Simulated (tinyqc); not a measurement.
Off-state leakage of single and stacked transistors: course of the iteration.

n-channel devices of unit width. Subthreshold current I(Vg, Vs, Vd) = I0 (T/300 K)^0.5 exp[(Vg - Vs - VT(T) - gb (Vs - Vb) + dd (Vd - Vs))/(nf Vt)] (1 - exp(-(Vd - Vs)/Vt)), VT(T) = VT - cT (T - 300 K). Gate-edge tunnelling Ig (Vd/1 V) exp(ag (Vd - 1 V)), for a gate at 0 V, and band-to-band leakage Ab u exp(-Bb/u), u = Vd - Vb + 1 V, flow at a drain held at V; both are taken as independent of T. In a stack of off transistors (all gates at 0 V) the same subthreshold current passes through each.

Start: Vx = dd V/(1 + gb + 2 dd), the solution for Vx well above Vt, rounded to three decimals.

Stack of two, Vx the node between them: I_low = I(0, 0, Vx), I_up = I(0, Vx, V), f = ln(I_up/I_low), f' = -(1 + gb + 2 dd)/(nf Vt) - 1/(Vt (exp(Vx/Vt) - 1)) - 1/(Vt (exp((V - Vx)/Vt) - 1)), Vx(new) = Vx - f/f'.

Stop when the step is below 1e-11 V, or after 40 iterations.

Parameters, values chosen for the exercise; values of the order met in bulk silicon logic transistors: temperature T = 378 K; supply voltage V = 0.9 V; threshold at 300 K, zero drain and body bias VT = 0.36 V; fall of the threshold with temperature cT = 0.8 mV/K; current at threshold at 300 K I0 = 0.15 uA/um; slope factor nf = 1.4; drain-induced lowering per volt dd = 0.05; rise of the threshold per volt of source-body bias gb = 0.24; body voltage Vb = -0.6 V.

Constants: q = 1.602176634e-19 C, kB = 1.380649e-23 J/K, Vt = kB T/q. Results are converted to the units shown.

Course of the iteration:
```
iteration  Vx before the step (V)  step (V)
1                           0.034   9.16e-3
2                       0.0431551   6.85e-4
3                       0.0438400   2.68e-6
4                       0.0438426  4.01e-11
5                       0.0438426   < 1e-15
```

Did this iteration meet its convergence test, and what does its course show?

Yes. Converged in 5 iterations. The subthreshold current of the stack is 0.008141 nA/um, 3.46 times less than that of one transistor (the drain leakage is unchanged); the estimate exp[dd V (1 + gb + dd)/((1 + gb + 2 dd) nf Vt)] gives 2.59.

Numbers from tinyqc (`OMP_NUM_THREADS=1 python tinyqc.py 2242194 2242195 out.jsonl`; about 0.03 s on one thread of a shared Intel Xeon 2.30GHz).
